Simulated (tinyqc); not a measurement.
A discretised effective-mass wire between two leads, recursive Green functions: convergence with the grid step.

Finite differences on a grid of step a give a chain with hopping -t, t = C/(m a^2), C = hbar^2/(2 m0), and site energies 2 t + U_i for the N = 6 sites of the device; the semi-infinite leads have site energy 2 t. Each slice is one site, and V = -t couples neighbouring slices.

A flat barrier of height U0 = 0.221 eV and width d = 2.6 nm is laid on n sites with a = d/n (U = U0 on each, N = n). Sigma = t^2 g(E - 2 t), g(x) = (x - i sqrt(4 t^2 - x^2))/(2 t^2) for |x| < 2 t and (x - sign(x) sqrt(x^2 - 4 t^2))/(2 t^2) otherwise; Gamma = i (Sigma - Sigma^dagger); both leads give the same. Forward pass: g_1 = (E - H_1 - Sigma)^(-1), g_i = (E - H_i - V g_(i-1) V^dagger)^(-1), with Sigma also subtracted on the last slice; G_(i,1) = g_i V G_(i-1,1), starting from g_1. H_i is the block of slice i, its site energy. T(E) = Tr[Gamma G_(N,1) Gamma G_(N,1)^dagger]. The continuum value is 1/[1 + U0^2 sinh^2(K d)/(4 E (U0 - E))], K = sqrt(m (U0 - E)/C) (sin and k above the barrier).

Inputs (values chosen for the exercise):
- m = 0.042 m0 (effective mass)
- E = 0.037 eV (energy above the band bottom of the leads)

Constants: q = 1.602176634e-19 C, hbar = 1.054571817e-34 J s, m0 = 9.1093837015e-31 kg, hbar^2/(2 m0) = 0.0380998212 eV nm^2. Results are converted to the units shown.

Result of one run:
```
a (nm),t (eV),T(E),error (%)
0.32500,8.5883,0.20902,0.539
```

Which number of sites across the barrier n gave this result: 1, 2, 8 or 16?

n = 8.

The whole series:
```
n,a (nm),t (eV),T(E),error (%)
1,2.6000,0.13419,0.27463,32.1
2,1.3000,0.53677,0.22555,8.49
4,0.65000,2.1471,0.21237,2.15
8,0.32500,8.5883,0.20902,0.539
16,0.16250,34.353,0.20818,0.135
32,0.081250,137.41,0.20797,0.0337
64,0.040625,549.65,0.20791,8.43e-3
```

The continuum value is 0.20790. The error goes from 32 % to 0.0084 %, and the last halving of a cuts it by a factor of 4.0: second order, since the lattice band 2 t (1 - cos ka) departs from the parabola at order (ka)^4.

Numbers from tinyqc (`OMP_NUM_THREADS=1 python tinyqc.py 2660118 2660119 out.jsonl`; about 0.02 s on one thread of a shared Intel Xeon 2.30GHz).
